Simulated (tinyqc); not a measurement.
Double-gate transistor below threshold, two-dimensional Poisson equation on a small mesh: one step of the calculation.

Half of a symmetric double-gate structure: row 0 is the mid-plane of the body, where the normal field vanishes. Mobile charge is neglected (subthreshold), the body is fully depleted, and potentials are counted from the intrinsic level; rows run upward to the gate, columns from source to drain.

Problem. Coefficients of the five-point equations. Mesh: rows i = 0..1 in the semiconductor (step hs = tb/1, row 1 on the interface), then 1 step(s) ho = tox/1 up to the gate row 2; columns j = 0..4 (step hy = L/4). Box integration, divided by eps0: up_i = eps hy/h of the interval above row i, dn_i = that of the interval below (0 for row 0), lat_i = (sum of eps h/2 over the intervals above and below)/hy, s_i = -q Na w_i hy/eps0 with w_i the semiconductor height of the box (hs/2 for row 0 and the interface row, hs between, 0 in the insulator). Each free node obeys (up + dn + 2 lat) psi = up psi(above) + dn psi(below) + lat [psi(left) + psi(right)] + s.

Values chosen for this exercise; semiconductor permittivity close to that of silicon:
- eps_r = 11.9 (relative permittivity of the semiconductor)
- eox = 25 (relative permittivity of the insulator)
- tb = 8 nm (half the body thickness)
- tox = 6.5 nm (insulator thickness)
- L = 35 nm (channel length)
- Na = 0 cm^-3 (acceptor density of the depleted body)

Constants: q = 1.602176634e-19 C, eps0 = 8.8541878128e-14 F/cm where lengths are in cm. Results are converted to the units shown.

Give: up; dn; lat; s.

Solution.

```
row      up      dn     lat  s (V)
0    13.016       0  5.4400      0
1    33.654  13.016  14.726      0
```

Numbers from tinyqc (`OMP_NUM_THREADS=1 python tinyqc.py 2480045 2480046 out.jsonl`; about 0.09 s on one thread of a shared Intel Xeon 2.30GHz).
